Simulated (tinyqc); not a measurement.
Thickness from the minima: X-ray reflectivity of a thin film on silicon: critical angles, Parratt recursion, fringes and roughness. Computed by tinyqc, a small Python program. Command: `OMP_NUM_THREADS=1 python tinyqc.py 3120119 3120120 out.jsonl xrr walk`. One thread of a shared host (Intel(R) Xeon(R) Processor @ 2.30GHz), about 0.01 s of CPU time with the checks.

n = 1 - delta + i beta; the classical electron radius is r_e = 2.8179403e-6 nm. Layer 0 is vacuum, 1 the film, 2 the substrate.

Inputs (values chosen for the exercise, modelled on tungsten on silicon, copper K-alpha radiation): wavelength lambda = 0.15406 nm; film density rho = 19.2 g/cm^3; effective electrons per unit mass, film = 0.403 mol/g; beta/delta, film = 0.079; film thickness d = 35.7 nm; roughness of the surface sigma_1 = 1.2 nm; roughness of the interface sigma_2 = 0.7 nm; substrate density = 2.33 g/cm^3; effective electrons per unit mass, substrate = 0.507 mol/g; beta/delta, substrate = 0.023; grazing angle theta = 2.42 degrees.

Constants: N_A = 6.02214076e+23 1/mol.

Method:
- delta = r_e lambda^2 rho_e/(2 pi), rho_e = density x electrons per mass x N_A; critical angle sqrt(2 delta), q_c = 4 sqrt(pi r_e rho_e).
- k_j = (2 pi/lambda) sqrt(sin^2 theta - 2 delta_j + 2 i beta_j); r_ij = (k_i - k_j)/(k_i + k_j) x exp(-2 k_i k_j sigma^2) (Nevot-Croce); r = (r_01 + r_12 p)/(1 + r_01 r_12 p), p = exp(2 i k_1 d); R = |r|^2.
- Far above the critical angle the period is d theta = lambda/(2 d), or 2 pi/d in q; the envelope runs between (|r_01| - |r_12 p|)^2 and (|r_01| + |r_12 p|)^2; contrast = 2 a b/(a^2 + b^2) with a = |r_01|, b = |r_12 p|; roughness factors on the amplitudes are about exp(-q^2 sigma^2/2).
- Minima of R theta^4 are located on 6001 points over 7.5 periods, from 1.15 times the larger critical angle. With refraction, sin^2(theta_m) = 2 delta + m^2 (lambda/(2 d))^2, m integer or half-integer; the first six minima are used, and the first order is the one that minimises the largest residual of the least-squares line plus the distance of its intercept from 2 delta. Without refraction, d = lambda/(2 x mean step of sin theta).

Constants:
```
layer      rho_e (1/nm^3)        delta         beta  critical angle (degrees)  q_c (1/nm)
film              4659.69  4.96008e-05  3.91847e-06                  0.570666    0.812418
substrate          711.40  7.57263e-06  1.74170e-07                  0.222977    0.317437
```

period in theta = 0.123627 degrees

Minima:
```
order m  theta (degrees)  sin^2 theta
3                 0.6822   1.4177e-04
4                 0.7559   1.7406e-04
5                 0.8417   2.1580e-04
6                 0.9360   2.6683e-04
7                 1.0366   3.2727e-04
8                 1.1417   3.9698e-04
```

d with refraction = 35.755 nm

d without refraction = 48.039 nm

Against d = 35.7 nm the errors are +0.15 % with and +34.56 % without refraction. The orders are integers, as r_01 and r_12 have opposite signs for a film denser than the substrate.

Extremes, crossings and ranges named in words are read from the listed rows.
